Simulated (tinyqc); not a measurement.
Worked calculation: CIS on RHF in the sto-3g basis, frozen core, for BeH+, spin multiplicity 1. One step of it, computed by the program tinyqc.

Problem. CIS matrix, singlets. A(ia,jb) = (e_a - e_i) d_ij d_ab + 2 (ia|jb) - (ij|ab).

orbital energies (hartree): MO1 -5.026014, MO2 -0.755453, MO3 -0.266186, MO4 -0.147168, MO5 -0.147168, MO6 0.401333

Two-electron integrals over orbitals (pq|rs), unique and non-zero (hartree); the lowest 1 orbital is frozen and left out:
```
(22|22) 0.546697    (32|22) -0.065600   (32|32) 0.030349    (33|22) 0.321185
(33|32) 0.025523    (33|33) 0.473541    (42|42) 0.042911    (43|42) 0.030272
(43|43) 0.052606    (44|22) 0.374696    (44|32) 0.015495    (44|33) 0.400598
(44|44) 0.449859    (52|52) 0.042911    (53|52) 0.030272    (53|53) 0.052606
(54|54) 0.024249    (55|22) 0.374696    (55|32) 0.015495    (55|33) 0.400598
(55|44) 0.401360    (55|55) 0.449859    (62|22) 0.071186    (62|32) -0.044696
(62|33) -0.026329   (62|44) -0.048155   (62|55) -0.048155   (62|62) 0.121214
(63|22) -0.056507   (63|32) 0.025232    (63|33) 0.057699    (63|44) 0.014268
(63|55) 0.014268    (63|62) -0.043959   (63|63) 0.045382    (64|42) -0.030433
(64|43) -0.015840   (64|64) 0.027360    (65|52) -0.030433   (65|53) -0.015840
(65|65) 0.027360    (66|22) 0.537095    (66|32) -0.062485   (66|33) 0.352401
(66|44) 0.378675    (66|55) 0.378675    (66|62) 0.099307    (66|63) -0.053435
(66|66) 0.571159
```

Give: CIS matrix A, singlet.

Solution.

CIS matrix A, singlet (hartree), lower triangle:
```
         2>3     2>4     2>5     2>6
2>3   0.2288
2>4   0.0000  0.3194
2>5   0.0000  0.0000  0.3194
2>6  -0.0329  0.0000  0.0000  0.8621
```
